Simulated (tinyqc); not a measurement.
Fully depleted semiconductor-on-insulator film with two gates, non-linear Poisson equation by Newton steps: one step of the calculation.

One dimension across the film, front interface at x = 0, back interface at x = ts. psi is counted from the intrinsic level, n = ni exp(psi/Vt) (source grounded), holes neglected, acceptors ionised. Gates act through Cox = eps0 eox/tox and Cbox = 3.9 eps0/tb with potentials G1 = Vg - (phiM - chi - Vt ln(Nc/ni)) and G2 = Vb - (phiB - chi - Vt ln(Nc/ni)). Classical Boltzmann densities, no interface charge, no depletion in the back plane.

Task. Capacitances and gate potentials. ni = sqrt(Nc Nv) exp(-Eg/(2 Vt)), Eg in volts; Cox, Cbox, G1, G2 as defined; Cs = eps0 eps_r/ts; a = eps0 eps_r/h with h = ts/7; coupling ratio of a depleted film Cs Cbox/(Cox (Cs + Cbox)).

Parameters, values chosen for the exercise; band and dielectric values close to those of silicon: temperature T = 300 K; band gap Eg = 1.1 eV; relative permittivity eps_r = 11.7; conduction-band density of states at T Nc = 2.78e19 cm^-3; valence-band density of states at T Nv = 2.64e19 cm^-3; electron affinity chi = 4.09 eV; relative permittivity of the gate insulator (close to hafnium oxide) eox = 21.4; insulator thickness tox = 2.7 nm; film thickness ts = 6.4 nm; buried-oxide thickness (eps_r 3.9) tb = 69 nm; work function of the front gate phiM = 4.31 eV; work function of the back plane phiB = 4.14 eV; back-gate voltage Vb = 0 V; front-gate voltage Vg = 0.78 V.

Constants: q = 1.602176634e-19 C, kB = 1.380649e-23 J/K, Vt = kB T/q, eps0 = 8.8541878128e-14 F/cm where lengths are in cm. Results are converted to the units shown.

Give: ni; Cox; Cbox; Cs; a; G1; G2; coupling ratio.

Result.

ni = 1.560e10 cm^-3
Cox = 7.018 uF/cm^2
Cbox = 0.05005 uF/cm^2
Cs = 1.619 uF/cm^2
a = 11.33 uF/cm^2
G1 = 1.111 V
G2 = 0.5007 V
coupling ratio = 0.006917

Range of the model: In so thin a film or at such density quantum confinement moves the charge away from the interfaces and raises the threshold.

tinyqc, about 0.4 s, one thread, Intel Xeon 2.30GHz (shared host): `OMP_NUM_THREADS=1 python tinyqc.py 2190074 2190075 out.jsonl`
